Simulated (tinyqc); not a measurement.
## MOS capacitor on a p-type substrate, surface potential from the exact charge relation: effect of the temperature on threshold and swing

Uniform p-type substrate, Boltzmann statistics, full ionisation, classical densities. psi is the surface potential against the body (positive when the bands bend down) and u = psi/Vt. Traps are spread evenly over the gap and neutral at flat band, so their charge is -q Dit psi; the minority quasi-Fermi level is shifted by Vb.

Nc and Nv are given at 300 K and scale as (T/300 K)^1.5; Eg is held fixed. ni = sqrt(Nc Nv) exp(-Eg/(2 Vt)), Eg in volts; phiF = Vt ln(N/ni); Cox = eps0 eox/tox; Vfb = phiM - chi - (Eg - Vt ln(Nv/N)) - q Nf/Cox; VT = Vfb + [(2 phiF + Vb)(1 + q Dit/Cox) + sqrt(2 eps0 eps_r q N (2 phiF + Vb))/Cox]. gamma = sqrt(2 eps0 eps_r q N)/Cox; Wm = sqrt(2 eps0 eps_r (2 phiF + Vb)/(q N)); m = 1 + (eps0 eps_r/Wm + q Dit)/Cox; swing m Vt ln 10; Cmin/Cox = 1/(1 + Cox Wm/(eps0 eps_r)).

Inputs (values chosen for the exercise); band and dielectric values close to those of In0.53Ga0.47As:
```
symbol,value,unit,meaning
Eg,0.749,eV,band gap
eps_r,13.7,,relative permittivity
Nc,2.14e17,cm^-3,conduction-band density of states at the reference temperature
Nv,7.84e18,cm^-3,valence-band density of states at the reference temperature
chi,4.5,eV,electron affinity
N,2.5e16,cm^-3,acceptor density of the substrate
eox,8.88,,relative permittivity of the gate insulator (close to aluminium oxide)
tox,11,nm,insulator thickness
phiM,4.51,eV,gate work function
Nf,-1.1e11,cm^-2,"fixed charge at the interface, in units of q"
Dit,0,cm^-2 eV^-1,density of interface traps
Vb,1.6,V,reverse bias of the inversion layer against the body
```

Constants: q = 1.602176634e-19 C, kB = 1.380649e-23 J/K, Vt = kB T/q, eps0 = 8.8541878128e-14 F/cm where lengths are in cm. Results are converted to the units shown.

The same in every row: gamma (V^0.5) = 0.1379.

Effect of the temperature on threshold and swing:
```
T (K),Vfb (V),2 phiF (V),VT (V),Wm (nm),m,swing (mV/decade),Cmin/Cox
200,-0.6258,0.6339,1.814,367.8,1.046,41.52,0.04410
240,-0.6024,0.5996,1.802,365.0,1.046,49.84,0.04443
280,-0.5781,0.5635,1.788,362.0,1.047,58.16,0.04478
320,-0.5532,0.5259,1.774,358.8,1.047,66.50,0.04516
360,-0.5275,0.4871,1.759,355.5,1.048,74.84,0.04556
400,-0.5013,0.4471,1.743,352.1,1.048,83.19,0.04598
```

As T goes from 200 to 400, VT falls from 1.81 to 1.74 V, the swing rises from 41.5 to 83.2 mV/decade and Cmin/Cox rises from 0.0441 to 0.0460. Of the change of VT by -0.0712 V, 0.124 V comes from Vfb and -0.196 V from the band bending and the charge it takes. VT changes by -0.356 mV/K on average.

Computed by the program tinyqc: `OMP_NUM_THREADS=1 python tinyqc.py 2060008 2060009 out.jsonl`, one thread of a shared Intel Xeon 2.30GHz, about 0.01 s for the whole run.
